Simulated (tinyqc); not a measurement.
Comparisons within one model: Slater-Koster d bands of an fcc metal. A value that a table varies takes the place of the one given here.

Slater-Koster d bands. For a bond with direction cosines (l, m, n) the 5 x 5 block is dds Ps + ddp Pp + ddd (1 - Ps - Pp), the projectors on sigma, pi and delta states about the bond; for instance <xy|xy> = 3 l^2 m^2 dds + (l^2 + m^2 - 4 l^2 m^2) ddp + (n^2 + l^2 m^2) ddd, <xy|yz> = 3 l m^2 n dds + l n (1 - 4 m^2) ddp + l n (m^2 - 1) ddd and <3z2-r2|3z2-r2> = (n^2 - (l^2 + m^2)/2)^2 dds + 3 n^2 (l^2 + m^2) ddp + (3/4)(l^2 + m^2)^2 ddd. H(k) sums the blocks times cos(k.R) over the neighbours; the d level is the zero of energy; k in 2 pi/a.

Neighbours: twelve at (a/2)(1,1,0) and equivalents.

Mesh: k = f1 b1 + f2 b2 + f3 b3 with fractions (j + 1/2)/N, j = 0 to N - 1, and b = (-1,1,1), (1,-1,1), (1,1,-1) for fcc, (0,1,1), (1,0,1), (1,1,0) for bcc, unit vectors for simple cubic. The lowest Nd/10 of all levels are filled with two electrons each; the bond energy is their sum per atom.

Parameters, chosen for this exercise (of the size met in Ni; the results hold for these values, not for the real material):
- dds = -0.479 eV (dd sigma)
- ddp = 0.249 eV (dd pi)
- ddd = -0.057 eV (dd delta)
- N = 10 (mesh)
- f2 = 0.487 (factor for second neighbours in bcc)

## Band filling: full bands against the rectangular model

W = sqrt(12 mu2) with mu2 the mean square level on the mesh; rectangular model: Fermi level W (Nd/10 - 1/2), bond energy -W Nd (10 - Nd)/20. The Fermi level of the mesh is the highest filled level.

Per atom (eV):

| Nd | EF, bands | bond energy, bands | EF, rectangle | bond energy, rectangle |
|---|---|---|---|---|
| 1 | -1.190 | -1.511 | -1.288 | -1.449 |
| 2 | -0.977 | -2.585 | -0.966 | -2.576 |
| 3 | -0.678 | -3.397 | -0.644 | -3.381 |
| 4 | -0.376 | -3.930 | -0.322 | -3.864 |
| 5 | 0.041 | -4.094 | 0.000 | -4.025 |
| 6 | 0.420 | -3.855 | 0.322 | -3.864 |
| 7 | 0.700 | -3.276 | 0.644 | -3.381 |
| 8 | 0.953 | -2.445 | 0.966 | -2.576 |
| 9 | 1.230 | -1.339 | 1.288 | -1.449 |

W = 3.220 eV
full width on the mesh = 3.690 eV

The bond energy is deepest at Nd = 5 (-4.094 eV); the rectangle has its minimum at 5. The two differ most at Nd = 8, by 0.131 eV or 3 % of the deepest value: the second moment fixes the parabola, and higher moments the rest. At Nd = 3 and 7 the bands give -3.397 and -3.276 eV, a skew towards less than half filling.

## Which lattice a d-band metal prefers

fcc has twelve neighbours, bcc eight and six (the six times f2), simple cubic six. The integrals of bcc and sc are scaled so that all three have the second moment of fcc, which stands for equal repulsion (structural energy difference theorem). s and p electrons are left out.

Bond energy per atom:

| Nd | fcc (eV) | bcc - fcc (meV) | sc - fcc (meV) |
|---|---|---|---|
| 1 | -1.511 | 96 | -81 |
| 2 | -2.585 | 36 | -47 |
| 3 | -3.397 | -87 | 100 |
| 4 | -3.930 | -189 | 256 |
| 5 | -4.094 | 21 | 316 |
| 6 | -3.855 | 183 | 181 |
| 7 | -3.276 | 179 | -21 |
| 8 | -2.445 | 57 | -187 |
| 9 | -1.339 | -73 | -254 |

scale factors: bcc 1.1285, sc 1.4142

mu3/mu2^1.5: fcc -0.138, bcc -0.132, sc 0.000

mu4/mu2^2: fcc 1.809, bcc 1.710, sc 2.442

largest change of a difference when N is raised to 14 = 8 meV

fcc is lowest for Nd = 5 and 6. bcc is lowest for Nd = 3 and 4. sc is lowest for Nd = 1, 2, 7, 8 and 9. bcc gains most on fcc at Nd = 4 (-189 meV). A small fourth moment marks a two-peaked band, which tends to favour fillings near one half; bcc has -5 % against fcc, and at Nd = 5 it lies +21 meV from fcc, which the fourth moment alone does not explain (differences of a few tens of meV are within the error of the mesh; hcp is left out, and this d-only model can miss the lattice of the real metal). The third moments, from three-membered rings, skew the bands. That simple cubic wins anywhere comes from keeping d bands and equal second moments alone; no transition metal takes it. Differences below about 8 meV are within the error of this mesh, and the s and p electrons left out weigh most where the d band is nearly empty or full.

## What each integral does

Levels at Gamma, E(t2g) = 3 dds + 4 ddp + 5 ddd, E(eg) = 1.5 dds + 6 ddp + 4.5 ddd, and W = sqrt(12 mu2), the width of a rectangular band with the same second moment mu2 = z (dds^2 + 2 ddp^2 + 2 ddd^2)/5, z = 12. Each row changes one parameter from the base and keeps the others.

Results:

| case | t2g (eV) | eg (eV) | W (eV) |
|---|---|---|---|
| base | -0.7260 | 0.5190 | 3.2197 |
| dds = -0.4071 eV | -0.5103 | 0.6269 | 2.9209 |
| ddp = 0.2863 eV | -0.5768 | 0.7428 | 3.3936 |
| ddd = -0.0655 eV | -0.7685 | 0.4808 | 3.2290 |

The largest shifts from the base row, up to three for each result and ties (the steps differ in size, so this ranks the rows, not the parameters). t2g (eV): dds +0.2157, ddp +0.1492, ddd -0.0425. eg (eV): ddp +0.2238, dds +0.1078, ddd -0.0383. W (eV): dds -0.2988, ddp +0.1739, ddd +0.0093. The ratio of the shifts of t2g and eg names the integral: 3 : 1.5 for dds, 4 : 6 for ddp, 5 : 4.5 for ddd.

tinyqc: `OMP_NUM_THREADS=1 python tinyqc.py 1481896 1481897 out.jsonl`; about 0.06 s, one thread, shared Intel(R) Xeon(R) Processor @ 2.30GHz.
